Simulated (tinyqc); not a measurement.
Resistance of a tapered via with liner, size effect and interface: one step of the calculation.

A round via whose diameter grows from db at the bottom as D(z) = db + 2 z/tan(ang). The fill, of diameter D - 2 tl, starts above the bottom liner (thickness fb tl) and has rho = rho0 (1 + ks lam/(D - 2 tl)); the sidewall liner conducts in parallel with it. The bottom liner and the interface are crossed over the full area pi db^2/4. Spreading in the lines above and below is left out.

Task. Slices of the via. Slices between z0 = fb tl and hv, evaluated at their midpoints: conductance per length pi/4 [(D - 2 tl)^2/rho + (D^2 - (D - 2 tl)^2)/rl], slice resistance = slice height over that. 6 slices.

Values chosen for this exercise; fill metal close to molybdenum: diameter at the bottom db = 23 nm; height hv = 88 nm; sidewall angle ang = 85 degrees; bulk resistivity of the fill rho0 = 5.4 uohm cm; mean free path of the fill lam = 11.5 nm; size-effect factor ks = 1.3; liner on the sidewall tl = 0.2 nm; liner at the bottom over that on the sidewall fb = 0.5; resistivity of the liner rl = 440 uohm cm.

Wanted: z; D; rho; slice resistance.

Result.

```
slice  z (nm)  D (nm)  rho (uohm cm)  slice resistance (ohm)
0      7.4250  24.299         8.7779                  2.8647
1      22.075  26.863         8.4507                  2.2497
2      36.725  29.426         8.1813                  1.8104
3      51.375  31.989         7.9556                  1.4864
4      66.025  34.553         7.7638                  1.2410
5      80.675  37.116         7.5988                  1.0510
```

Program tinyqc, `OMP_NUM_THREADS=1 python tinyqc.py 2750082 2750083 out.jsonl`; Intel Xeon 2.30GHz, shared host, one thread, about 0.01 s.
